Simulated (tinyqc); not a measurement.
# Worked calculation: CMOS latch-up, two-transistor model

Program tinyqc, `OMP_NUM_THREADS=1 python tinyqc.py 2670103 2670104 out.jsonl`; Intel Xeon 2.30GHz, shared host, one thread, about 0.04 s. Printed values are rounded.

A parasitic pnp (emitter at Vdd, base shunted by Rw) and npn (emitter at ground, base shunted by Rs) feed each other: the npn collector current flows out of the pnp base node, the pnp collector current into the npn base node. Forward-active transistors with constant gains: Icn = Isn exp(Vn/Vt), Icp = Isp (exp(Vp/Vt) - 1). A current Ii is injected into the npn base node.

Parameters, values chosen for the exercise; values close to those of bulk CMOS:
- T = 300 K (temperature)
- bn = 3.8 (current gain of the npn)
- bp = 4.9 (current gain of the pnp)
- Isn = 7.2e-15 A (saturation current of the npn at T)
- Isp = 6.3e-16 A (saturation current of the pnp at T)
- Rs = 160 ohm (substrate resistance shunting the npn)
- Rw = 610 ohm (well resistance shunting the pnp)
- R2 = 34 ohm (resistance from the pnp collector to the npn base)
- Von = 0.69 V (base-emitter voltage in the on state)
- Vsat = 0.09 V (saturation voltage)
- Vdd = 1.8 V (supply voltage)
- Ii = 3.02 mA (current injected into the substrate)

Constants: q = 1.602176634e-19 C, kB = 1.380649e-23 J/K, Vt = kB T/q. Results are converted to the units shown.

## Holding current and voltage

On state with both base-emitter voltages at Von: npn base current Ib = (Von/Rs + bp Von/Rw)/(bn bp - 1), holding current Ih = (bn + 1) Ib + Von/Rs, holding voltage Vh = Vsat + Von + R2 (Ib + Von/Rs).

bn bp = 18.62
Ib = 0.559315 mA
Ih = 6.99721 mA
Vh = 0.945642 V

Vh is below Vdd = 1.8 V, so the supply can sustain a latched state.

## The off branch

Vn, point 0 to 7 (V): 0.464  0.544  0.594  0.624  0.644  0.664  0.679  0.694

Node equations: Vp/Rw + Icp/bp = Icn and Vn/Rs + Icn/bn = Icp + Ii. Loop gain G = gn gp/[(1/Rw + gp/bp)(1/Rs + gn/bn)], gn = Icn/Vt, gp = (Icp + Isp)/Vt; the off state ends where G = 1, and Ii there is the trigger current. For each Vn: Icn, then Vp from the first equation, then Ii from the second.

```
point   Icn (mA)     Vp (V)    Icp (mA)  Ii (mA)           G
0      4.4894e-4  2.7385e-4  6.7092e-15   2.9001  4.1713e-14
1      0.0099113  0.0060459  1.6599e-13   3.4026  1.1338e-12
2       0.068564   0.041824  2.5465e-12   3.7305  2.8611e-11
3        0.21881    0.13348  1.0943e-10   3.9576   2.5929e-9
4        0.47430    0.28933   4.5686e-8   4.1498   1.7853e-6
5         1.0281    0.62470    0.019672   4.4009      1.0088
6         1.8367    0.75416      2.9417   1.7854      13.035
7         3.2811    0.78519      9.7701  -4.5692      15.358
```

Ii peaks at 4.401 mA, at Vn = 0.6640 V where G = 1; beyond it the loop feeds itself.

## Iteration 1: response to the injected current, once round the loop per iteration

Vn at the start = 0.51 V

Icn = Isn exp(Vn/Vt); Vp solves Vp/Rw + Icp/bp = Icn; Vn(new) solves Vn/Rs + (Isn/bn) exp(Vn/Vt) = Icp + Ii.

Icn = 0.00266045 mA
Vp = 0.00162288 V
Icp = 4.08164e-14 mA
Vn after iteration 1 = 0.483160 V

## Course of the iteration: response to the injected current, once round the loop per iteration

Stop when Vn changes by less than 1e-9 V, or after 150 iterations. Vn must stay below 1.1 V.

Course of the iteration:
```
iteration    Vn (V)  |change| (V)
1          0.483160        0.0268
2          0.483160      4.50e-15
```

Converged in 2 iterations. An off state exists, since Ii is below the trigger current, the largest Ii that the node equations allow, 4.401 mA.
